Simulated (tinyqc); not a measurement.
# Isotype n-N heterojunction, non-linear Poisson equation by Newton steps, Fermi-Dirac statistics: two studies

One dimension, material 1 (n-type) at x < 0 and material 2 (n-type) at x > 0. Band edges: Ec = -psi in material 1 and -psi + dEc in material 2, Ev = Ec - Eg. Equilibrium, Fermi level at 0. n = Nc F((EFn - Ec)/Vt), p = Nv F((Ev - EFp)/Vt), with F(eta) = F_1/2(eta) = (2/sqrt(pi)) int_0^infinity sqrt(u) du/(1 + exp(u - eta)) (Fermi-Dirac statistics); full ionisation, no interface charge, classical densities; the doping types are chosen for the exercise.

Inputs (values chosen for the exercise); band and dielectric values close to those of amorphous and crystalline silicon: temperature T = 250 K; band gap of material 1 Eg1 = 1.72 eV; relative permittivity of material 1 er1 = 12; conduction-band density of states of material 1 Nc1 = 7.59e19 cm^-3; valence-band density of states of material 1 Nv1 = 7.54e19 cm^-3; band gap of material 2 Eg2 = 1.11 eV; relative permittivity of material 2 er2 = 11.9; conduction-band density of states of material 2 Nc2 = 2.17e19 cm^-3; valence-band density of states of material 2 Nv2 = 2.03e19 cm^-3; conduction-band offset Ec2 - Ec1 dEc = -0.14 eV; donor density of material 1 N1 = 7.6e17 cm^-3; donor density of material 2 N2 = 7.6e15 cm^-3; bias of side 1 against side 2 V = 0 V.

Constants: q = 1.602176634e-19 C, kB = 1.380649e-23 J/K, Vt = kB T/q, eps0 = 8.8541878128e-14 F/cm where lengths are in cm. Results are converted to the units shown.

Each table varies one quantity; the others keep the values above.

## Effect of the donor density of material 2

Exact first integral: on each side D^2/(2 eps0 er) = G, G = q [Vt (nI_j - nI_b) + Vt (pI_j - pI_b) - C (psi_j - psi_b)], with C = +N1 or +N2, b the neutral end of that side, and nI, pI the densities with F_1/2 replaced by F_3/2(eta) = (4/(3 sqrt(pi))) int_0^infinity u^(3/2) du/(1 + exp(u - eta)). D is continuous, so er1 G1(psi_j) = er2 G2(psi_j) fixes psi_j. Ends from Nc1 F(psi_L/Vt) = N1 and Nc2 F((V + psi_R - dEc)/Vt) = N2. D is counted positive when psi rises towards material 2.

Effect of the donor density of material 2:
```
N2 (cm^-3)	psi_R - psi_L (V)	psi_j - psi_L (V)	psi_R - psi_j (V)	D/q (cm^-2)	n_j in 1 (cm^-3)	n_j in 2 (cm^-3)
3.8e14	-0.2769	-0.08808	-0.1888	-8.209e11	1.279e16	2.338e18
8.9e14	-0.2585	-0.08805	-0.1705	-8.208e11	1.280e16	2.341e18
2.1e15	-0.2400	-0.08798	-0.1520	-8.204e11	1.284e16	2.347e18
5e15	-0.2213	-0.08785	-0.1335	-8.196e11	1.292e16	2.361e18
1.2e16	-0.2025	-0.08758	-0.1149	-8.179e11	1.309e16	2.390e18
2.7e16	-0.1850	-0.08708	-0.09792	-8.149e11	1.340e16	2.445e18
6.5e16	-0.1661	-0.08604	-0.08001	-8.085e11	1.406e16	2.560e18
1.5e17	-0.1480	-0.08422	-0.06378	-7.974e11	1.529e16	2.776e18
```

As N2 goes from 3.8e14 to 1.5e17, the total bending rises from -0.277 to -0.148 V and the sheet charge D/q rises from -8.21e11 to -7.97e11 cm^-2; the share of the bending in material 1 rises from 31.8 to 56.9 %. In every row electrons move into material 2, which accumulates, while the other side depletes.

## Effect of the conduction-band offset Ec2 - Ec1

Same model as above.

Effect of the conduction-band offset Ec2 - Ec1:
```
dEc (eV)	psi_R - psi_L (V)	psi_j - psi_L (V)	psi_R - psi_j (V)	D/q (cm^-2)	n_j in 1 (cm^-3)	n_j in 2 (cm^-3)
-0.44	-0.5123	-0.3520	-0.1603	-1.825e12	6.112e10	1.087e19
-0.36	-0.4323	-0.2779	-0.1544	-1.607e12	1.908e12	8.584e18
-0.29	-0.3623	-0.2143	-0.1480	-1.394e12	3.642e13	6.568e18
-0.22	-0.2923	-0.1529	-0.1394	-1.151e12	6.309e14	4.560e18
-0.14	-0.2123	-0.08774	-0.1246	-8.189e11	1.299e16	2.373e18
-0.07	-0.1423	-0.04076	-0.1016	-4.756e11	1.149e17	8.359e17
0.01	-0.06231	-0.009341	-0.05297	-1.331e11	4.932e17	8.872e16
0.09	0.01769	0.001426	0.01626	2.201e10	8.118e17	3.572e15
0.16	0.08769	0.004947	0.08274	7.851e10	9.553e17	1.632e14
```

What does the table show?

As dEc goes from -0.44 to 0.16, the total bending rises from -0.512 to 0.0877 V and the sheet charge D/q rises from -1.83e12 to 7.85e10 cm^-2; the share of the bending in material 1 falls from 68.7 to 5.64 %. The alignment is staggered for dEc = 0.01, 0.09, 0.16 eV. The bending changes sign within the table: electrons move into material 1 where it is positive and into material 2 where it is negative.

Numbers from tinyqc (`OMP_NUM_THREADS=1 python tinyqc.py 2040049 2040050 out.jsonl`; about 0.1 s on one thread of a shared Intel Xeon 2.30GHz).
